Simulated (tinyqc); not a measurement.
# Inputs raised by 5 %, one at a time

Model: Cabrera-Mott growth of a thin oxide under its own electric field. Computed by tinyqc, a small Python program. Command: `OMP_NUM_THREADS=1 python tinyqc.py 3002521 3002522 out.jsonl cabrera sens`. One thread of a shared host (Intel(R) Xeon(R) Processor @ 2.30GHz), about 0.04 s of CPU time with the checks.

Electrons cross the film freely and set a fixed potential V across it; the field V/x lowers the barrier for ions entering the oxide.

Inputs (values chosen for the exercise, for a model metal):
```
quantity,value,unit
barrier W,1.88,eV
Mott potential V,1.5,V
ion charge number z,1,-
half jump distance b,1.9,angstrom
prefactor u0 = N Omega nu,2.8e+12,angstrom/s
temperature T,450,K
starting thickness x0,4.4,angstrom
time t,520000,s
```

Backward hops: kept.

Constants: k_B = 8.617333262e-05 eV/K.

Method:
- u = u0 exp(-W/(k_B T)), X1 = z b V/(k_B T) with V in volts and k_B T in eV; dx/dt = 2 u sinh(X1/x).
- t(x) = int_(x0)^x dx / (dx/dt) by Gauss-Legendre quadrature (80 points on each side of (x0 + 2 x)/3), solved for x.
- Growth counts as stopped when u exp(X1/x) falls to 1e-5 angstrom/s: x_L = X1/ln(1e-5/u), defined while u is below that rate; the critical temperature is T_c = W/(k_B ln(u0/1e-5)).

Runs:
```
input moved,from,to,thickness x (angstrom),rate at time t (angstrom/s),field at time t (MV/cm),critical temperature T_c (K)
base run,-,-,10.700,2.3718e-06,14.018,543.06
barrier W (eV),1.88,1.974,8.320,1.4990e-06,18.029,570.21
Mott potential V (V),1.5,1.575,11.172,2.4653e-06,14.097,543.06
half jump distance b (angstrom),1.9,1.995,11.172,2.4653e-06,13.426,543.06
prefactor u0 = N Omega nu (angstrom/s),2.8e+12,2.94e+12,10.761,2.3961e-06,13.940,542.40
temperature T (K),450,472.5,13.839,3.9015e-06,10.839,543.06
time t (s),520000,546000,10.761,2.2820e-06,13.940,543.06
```

Exponents ln(y'/y) / ln(x'/x):
```
input,thickness x,rate at time t,field at time t,critical temperature T_c
barrier W,-5.157,-9.405,5.157,1.000
Mott potential V,0.885,0.792,0.115,0.000
half jump distance b,0.885,0.792,-0.885,0.000
prefactor u0 = N Omega nu,0.116,0.209,-0.116,-0.025
temperature T,5.273,10.201,-5.273,0.000
time t,0.116,-0.791,-0.116,0.000
```

Among the inputs moved here: thickness x answers most in size to temperature T (exponent +5.273), next to barrier W (-5.157). Rate at time t answers most in size to temperature T (exponent +10.201), next to barrier W (-9.405). Field at time t answers most in size to temperature T (exponent -5.273), next to barrier W (+5.157). Critical temperature T_c answers most in size to barrier W (exponent +1.000), next to prefactor u0 = N Omega nu (-0.025); its exponent is below 0.0005 for Mott potential V, half jump distance b, temperature T, time t.

Caution (all rows): the starting field or rate is formal: the first layers form as fast as oxygen arrives.
